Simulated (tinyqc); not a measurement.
Where a trap does most harm: tunnelling through a thin dielectric with one trap, as a tight-binding chain.

Hopping -t everywhere, t = c/(m a^2), c = hbar^2/2m0; lead sites at 2t (band bottom 0), barrier sites 1 to N at 2t + phi, and site j has U besides. No voltage. Leads give S = -t exp(ika) on sites 1 and N, cos(ka) = 1 - E/(2t). T = (2 t sin(ka))^2 |G_1N|^2, G = (E - H - S)^-1. In the barrier cosh(q a) = 1 + (phi - E)/(2t).

Resonance: the lowest eigenvalue of H + S(E), iterated until its real part equals E (40 rounds from Eb = phi + 2t - sqrt(4t^2 + U^2), the level in an endless barrier). With v the normalised squared amplitudes of that state, Gamma_L = 2 t sin(ka) v_1, Gamma_R = 2 t sin(ka) v_N; Breit-Wigner T = Gamma_L Gamma_R/((E - Er)^2 + (Gamma_L + Gamma_R)^2/4).

Constants: hbar^2/2m0 = 3.80998211 eV angstrom^2.

Inputs chosen for the exercise (barrier and mass of the size used for SiO2 on silicon; shifted at random, so the results belong to these values and not to a real crystal): a = 3 angstrom (site spacing); m = 0.48 m0 (mass, the same in leads and barrier); phi = 2.99 eV (conduction edge of the barrier above that of the leads); N = 10 (barrier sites); U = -3.41 eV (extra energy on the trap site).

The trap is moved through the barrier. The area under the resonance, 2 pi Gamma_L Gamma_R/(Gamma_L + Gamma_R), sets the current through it.

Against position:

| j | Er (eV) | Gamma_L (meV) | Gamma_R (meV) | peak | area (meV) |
|---|---|---|---|---|---|
| 3 | 0.9146 | 5.17 | 3.76e-06 | 2.91e-06 | 2.36e-05 |
| 4 | 0.9147 | 0.306 | 6.35e-05 | 0.000830 | 0.000399 |
| 5 | 0.9147 | 0.0181 | 0.00107 | 0.211 | 0.00636 |
| 6 | 0.9147 | 0.00107 | 0.0181 | 0.211 | 0.00636 |
| 7 | 0.9147 | 6.35e-05 | 0.306 | 0.000830 | 0.000399 |
| 8 | 0.9146 | 3.76e-06 | 5.17 | 2.91e-06 | 2.36e-05 |

The area is largest at j = 5 and 6 (0.00636 meV) and 269 times smaller at j = 3: the slower of the two steps limits the current, so traps in the middle carry most. Each site towards a lead multiplies its width by about 16.89, close to exp(2 q a) = 16.89 at Eb.

Run: tinyqc, `OMP_NUM_THREADS=1 python tinyqc.py 1452054 1452055 out.jsonl`; Intel(R) Xeon(R) Processor @ 2.30GHz, one thread, shared host; about 0.1 s of CPU time with all checks.
